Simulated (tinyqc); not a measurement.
From results back to parameters: shallow donor in effective-mass theory, with valley-orbit splitting. Four cases, with inputs chosen for the exercise.

Problem. Without strain the levels are A1 = E0 - D0 - 4 D1 - D2, T2 = E0 - D0 + D2 and E = E0 - D0 + 2 D1 - D2. They were computed from hidden D0, D1 and D2.

Find: D1; D2; D0.

Method. E - A1 = 6 D1, T2 - E = 2 D2 - 2 D1, and the mean (A1 + 3 T2 + 2 E)/6 is E0 - D0.

Case 1.

Values chosen (out of a larger set: near those of a group-V donor in Si; not measured data): E0 = -28.5 meV (single-valley level).

A1, T2, E (meV): -42.780  -31.260  -30.000

Solution.

D1 = 2.13 meV
D2 = 1.50 meV
D0 = 4.26 meV

Case 2.

Values chosen (out of a larger set: near those of a group-V donor in Si; not measured data): E0 = -32.3 meV (single-valley level).

A1, T2, E (meV): -44.070  -33.850  -31.470

Solution.

D1 = 2.10 meV
D2 = 0.91 meV
D0 = 2.46 meV

Case 3.

Values chosen (out of a larger set: near those of a group-V donor in Si; not measured data): E0 = -30.3 meV (single-valley level).

A1, T2, E (meV): -53.500  -31.740  -30.340

Solution.

D1 = 3.86 meV
D2 = 3.16 meV
D0 = 4.60 meV

Case 4.

Values chosen (out of a larger set: near those of a group-V donor in Si; not measured data): E0 = -31 meV (single-valley level).

A1, T2, E (meV): -45.010  -33.630  -32.470

Solution.

D1 = 2.09 meV
D2 = 1.51 meV
D0 = 4.14 meV

Computed by tinyqc, one run a case: `OMP_NUM_THREADS=1 python tinyqc.py N N+1 out.jsonl` with N = 1252015, 1252033, 1252264, 1252384; one thread of a shared Intel(R) Xeon(R) Processor @ 2.30GHz, about 0.01 s a run at most.
